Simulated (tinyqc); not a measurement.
From a target to a composition: alloy A(1-x)B(x) by interpolation with bowing. Two cases, with inputs chosen for the exercise.

Problem. An alloy A(1-x)B(x) has the gap E(x) = (1 - x) E_A + x E_B - C1 x (1 - x) at Gamma, C1 the first entry of C. Which x puts hc/E at the given wavelength, and what is the mismatch (a_sub - a(x))/a(x) to a substrate of A, with Vegard for a(x)?

Constants: hc = 1239.841984 eV nm.

Find: target gap; x; mismatch.

Method. Solve C1 x^2 + (E_B - E_A - C1) x + E_A - hc/wavelength = 0; the gap is monotonic in x because |E_B - E_A| > C1, so one root lies between 0 and 1. Whether Gamma is the lowest valley there, and whether such a mismatch can be grown coherently, are separate questions.

Case 1.

Values chosen (out of a larger set: A near InP, B near GaP; not measured data): a = (5.875, 5.454) angstrom (lattice constant of A, B); Eg = (1.42, 2.928) eV (gap at Gamma to the s-like level of A, B); C = (0.686, 0.268, 1.085) eV (bowing of the Gamma, X and L gaps).

wavelength = 439.658 nm

Solution.

target gap = 2.8200 eV
x = 0.950
mismatch = 7.305 %

Case 2.

Values chosen (out of a larger set: A near GaAs, B near GaP; not measured data): a = (5.654, 5.459) angstrom (lattice constant of A, B); Eg = (1.533, 2.863) eV (gap at Gamma to the s-like level of A, B); C = (0.187, 0.306, 0.256) eV (bowing of the Gamma, X and L gaps).

wavelength = 480.276 nm

Solution.

target gap = 2.5815 eV
x = 0.810
mismatch = 2.874 %

Computed by tinyqc, one run a case: `OMP_NUM_THREADS=1 python tinyqc.py N N+1 out.jsonl` with N = 1050908, 1050909; one thread of a shared Intel(R) Xeon(R) Processor @ 2.30GHz, about 0.01 s a run at most.
